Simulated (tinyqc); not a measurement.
Luttinger-Kohn k.p, four valence bands, step by step. Computed by tinyqc, a small Python program that keeps every step. Settings: g1 = 5.75, g2 = 1.83, g3 = 2.63. Command: `OMP_NUM_THREADS=1 python tinyqc.py 31011 31012 out.jsonl` (the two numbers bound the seeds that draw the settings). One thread of a shared host (Intel(R) Xeon(R) Processor @ 2.60GHz), about 0.01 s of CPU time with the checks.

## Bloch Hamiltonian at k

Luttinger parameters chosen for this model; energies are counted downward from the top of the valence band:
```
parameter     value  unit
g1         5.750000
g2         1.830000
g3         2.630000
```

k point k (1/angstrom): -0.037000  -0.002000  0.011000

P = c g1 k^2, Q = c g2 (kx^2 + ky^2 - 2 kz^2), R = c sqrt3 [-g2 (kx^2 - ky^2) + 2i g3 kx ky], S = 2 c sqrt3 g3 (kx - i ky) kz, c = hbar^2/2m = 3.809982 eV angstrom^2; rows [P+Q, -S, R, 0], [-S*, P-Q, 0, R], [R*, 0, P-Q, S], [0, R*, S*, P+Q]. The path ends lie at |k| = 0.05 1/angstrom.

H(k) at k (eV):
```
                      3/2                  1/2                 -1/2                 -3/2
3/2              0.040615   0.014127-0.000764i  -0.016484+0.002569i             0.000000
1/2    0.014127+0.000764i             0.024844             0.000000  -0.016484+0.002569i
-1/2  -0.016484-0.002569i             0.000000             0.024844  -0.014127+0.000764i
-3/2             0.000000  -0.016484-0.002569i  -0.014127-0.000764i             0.040615
```

## Levels at k

Diagonalise the Hermitian matrix.

eigenvalues (eV): 0.009477  0.009477  0.055982  0.055982

## Bands along a path

The same steps at evenly spaced points between the labelled ones.

Bands along the path (eV):
```
k               band 1    band 2    band 3    band 4
[111]         0.004667  0.004667  0.104870  0.104870
[111]-G 0.25  0.002625  0.002625  0.058989  0.058989
[111]-G 0.50  0.001167  0.001167  0.026217  0.026217
[111]-G 0.75  0.000292  0.000292  0.006554  0.006554
G             0.000000  0.000000  0.000000  0.000000
G-[100] 0.25  0.001244  0.001244  0.005602  0.005602
G-[100] 0.50  0.004977  0.004977  0.022407  0.022407
G-[100] 0.75  0.011198  0.011198  0.050417  0.050417
[100]         0.019907  0.019907  0.089630  0.089630
```

## Hole masses

E = c [g1 k^2 -/+ 2 sqrt(g2^2 k^4 + 3 (g3^2 - g2^2)(kx^2 ky^2 + ky^2 kz^2 + kz^2 kx^2))] with c = hbar^2/2m, and m* = hbar^2 k^2 / (2 E).

Masses (electron masses):
```
direction     heavy     light
[100]      0.478469  0.106270
[110]      1.189251  0.093816
[111]      2.040816  0.090827
```
